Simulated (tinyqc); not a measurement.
Energy against coordination: Tersoff bond-order potential. Computed by tinyqc, a small Python program. Command: `OMP_NUM_THREADS=1 python tinyqc.py 3013987 3013988 out.jsonl tersoff walk`. One thread of a shared host (Intel(R) Xeon(R) Processor @ 2.30GHz), about 0.01 s of CPU time with the checks.

E = (1/2) sum_(i, j != i) [A exp(-lambda r_ij) - b_ij B exp(-mu r_ij)], b_ij = (1 + (beta zeta_ij)^n)^(-1/(2n)), zeta_ij = sum_(k != i, j) g(theta_ijk), g = 1 + c^2/d^2 - c^2/(d^2 + (h - cos theta)^2), with theta at atom i. Only nearest neighbours count (cut-off function 1 for them, 0 beyond).

Inputs (values chosen for the exercise, modelled on silicon):
```
quantity     value        unit
A           1801.2          eV
B           479.67          eV
lambda      2.4799  1/angstrom
mu          1.7322  1/angstrom
beta      1.08e-06           -
n           0.7968           -
c            98650           -
d            16.19           -
h          -0.6028           -
```

Method. Angles seen from one bond (cos theta: count): chain -1: 1; graphitic -1/2: 2; diamond -1/3: 3; square net 0: 2, -1: 1; simple cubic 0: 4, -1: 1; bcc 1/3: 3, -1/3: 3, -1: 1; fcc 1/2: 4, 0: 2, -1/2: 4, -1: 1. With z equal bonds of order b, r = ln(lambda A/(mu b B))/(lambda - mu) and E per atom = -(z/2) b B exp(-mu r)(1 - mu/lambda).

Relaxed structures:
```
structure      z        zeta       b  r (angstrom)  E per atom (eV)  E per bond (eV)
dimer          1           0  1.0000        2.2495          -1.4688          -2.9376
chain          2  2.2335e+04  0.9690        2.2916          -2.6465          -2.6465
graphitic      3  2.9957e+03  0.9935        2.2581          -4.3127          -2.8751
diamond        4  3.0850e+04  0.9604        2.3035          -5.1383          -2.5691
square net     4  1.2513e+05  0.8905        2.4046          -3.9993          -1.9997
simple cubic   6  2.2793e+05  0.8372        2.4871          -4.8886          -1.6295
bcc            8  4.2434e+05  0.7636        2.6102          -4.8030          -1.2007
fcc           12  8.1701e+05  0.6673        2.7904          -4.6085          -0.7681
```

What does the comparison show, and why?

The lowest are diamond, simple cubic and bcc, the first two 0.250 eV apart. The bond order falls from 1 to 0.667 and the bond weakens from -2.94 to -0.77 eV, as b^(lambda/(lambda - mu)) with exponent 3.32. With the same z = 4 the square net lies 1.14 eV above diamond, from its angles alone. Caution: in bcc and other dense structures second neighbours can fall inside the usual cut-off; they are left out here.

Extremes, crossings and ranges named in words are read from the listed rows.
